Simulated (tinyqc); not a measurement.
What moves the results: thin (001) film in sp3s* tight binding with raised dangling bonds. A value that a table varies takes the place of the one given here.

Planes alternate anion (a), cation (c) along [001], a/4 apart, starting with an anion; zero in-plane momentum; levels counted from the bulk Ev, the lower root of [[Epa, Vxx], [Vxx, Epc]]; no spin-orbit coupling. Block of s, pz, s*: from an anion to the cation above, Vss/2 (s,s), Vsapc/2 (s,z), -Vscpa/2 (z,s), Vxx/2 (z,z), Vxapc/2 (s*,z), -Vpaxc/2 (z,s*); to the cation below the same with the s-z and s*-z signs reversed. Block of u = (px + py)/sqrt2 and v = (px - py)/sqrt2: to the cation above (Vxx + Vxy)/2 for u and (Vxx - Vxy)/2 for v, to the cation below the reverse. Each surface atom has two dangling sp3 hybrids; raising both by dl adds (dl/2) [[1, t], [t, 1]] to its s, pz levels (t = -1 at the bottom face, +1 at the top) and dl to the one of u, v in whose plane the missing bonds lie (v for a bottom anion or a top cation, u for a top anion).

Inputs chosen for the exercise (near a published set for AlAs, fitted to gaps, whose masses and valley positions are rough; not measured data): p = (-7.508, 0.98, -1.165, 3.595, 7.478, 6.733, -6.639, 1.878, 4.282, 5.102, 5.487, 4.517, 5.011) eV (order Esa, Epa, Esc, Epc, Exa, Exc, Vss, Vxx, Vxy, Vsapc, Vscpa, Vxapc, Vpaxc); Nw = 25 (planes in the thicker film); a = 5.664 angstrom (lattice constant); dp = 30 eV (value of dl for the passivated films); Ns = (9, 11, 13, 19, 28, 33, 45, 71) (numbers of planes).

## States in the gap of a film

edges (eV): Gamma 3.02196, Delta 2.26998

Levels between 0 and the lower bulk edge, the largest weight on the two outer planes of both faces among them, and the nearest levels outside, for several shifts dl.

Film of Nw planes:
```
dl (eV),levels in the gap,at (eV),surface weight,next above (eV),next below (eV)
0,4,"0.005, 0.103, 0.981, 0.981",0.85,2.2873,-0.0465
1,4,"0.316, 0.354, 1.852, 1.852",0.89,2.2873,-0.0449
2,2,"0.732, 0.747",0.68,2.2873,-0.0442
3,2,"1.220, 1.227",0.73,2.2873,-0.0438
5,2,"2.200, 2.207",0.71,2.2873,-0.0434
10,0,-,-,2.2873,-0.0430
30,0,-,-,2.2873,-0.0427
100,0,-,-,2.2873,-0.0425
```

Can the levels of the bare film be read as confined subbands?

No: with bare surfaces (dl = 0) 4 levels lie in the bulk gap, with up to 85 % of the weight on the four outer planes, two a face, where an even spread gives 16 %; these are dangling-bond states, not subbands. The reruns show the bulk gap clear from dl = 10 eV on, and at dl = 30 eV the next level above lies 0.0 meV from its value at 100 eV.

## Gap against thickness

Passivated films (finite dp, so levels can still be some meV from their limit), thickness N a/4. Highest level below mid-gap (either block) and the two lowest above it. The exponents are -d ln(shift)/d ln N between the sixth and the last film, for the valence level and for the lowest conduction level.

Levels (eV):
```
N,thickness (angstrom),Ev1,Ec1,Ec2,gap
9,12.74,-0.2435,2.3726,2.5638,2.6161
11,15.58,-0.1768,2.3339,2.4611,2.5107
13,18.41,-0.1342,2.3134,2.3964,2.4476
19,26.90,-0.0698,2.2923,2.3113,2.3621
28,39.65,-0.0324,2.2829,2.2868,2.3153
33,46.73,-0.0256,2.2799,2.2819,2.3055
45,63.72,-0.0143,2.2757,2.2764,2.2899
71,100.54,-0.0059,2.2724,2.2725,2.2784
```

exponents: valence 1.90, conduction 1.81

The gap is 2.616 eV at 12.7 angstrom and 2.278 eV at 100.5, against 2.270 eV in the bulk along this line. At 19 planes the conduction side gives 22 meV of the widening and the valence side 70 meV. A hard-walled parabolic band has exponent 2; departures come from the offset between N a/4 and the effective width, from non-parabolicity and from the termination (odd and even N end differently: in the direction of the bond rows at the two faces and, in a compound, in the kind of atom), which also makes single steps in N uneven. Ec1 and Ec2 come from the neighbourhood of X.

## What each change does

A film of Nw planes with shift dp: highest level below mid-gap (half the lower bulk edge) and the two lowest above. Each row changes one parameter from the base and keeps the others.

Results:
```
case,Ev1 (eV),Ec1 (eV),Ec2 (eV)
base,-0.0427,2.2873,2.2881
Nw = 26,-0.0369,2.2857,2.2878
dp = 60 eV,-0.0426,2.2873,2.2881
```

The largest shifts from the base row, up to three for each result and ties (the steps differ in size, so this ranks the rows, not the parameters). Ev1 (eV): Nw +0.0058, dp +0.0001. Ec1 (eV): Nw -0.0016; unchanged at the printed digits by dp. Ec2 (eV): Nw -0.0002; unchanged at the printed digits by dp. An odd change of Nw also changes which atoms end the film, so levels need not move as thickness alone would move them; the row for dp shows how far the passivation is from converged.

Computed by tinyqc, a small Python program: `OMP_NUM_THREADS=1 python tinyqc.py 1481210 1481211 out.jsonl` (the numbers bound the seed that draws the inputs); one thread of a shared host (Intel(R) Xeon(R) Processor @ 2.30GHz), about 0.4 s for the whole set of steps.
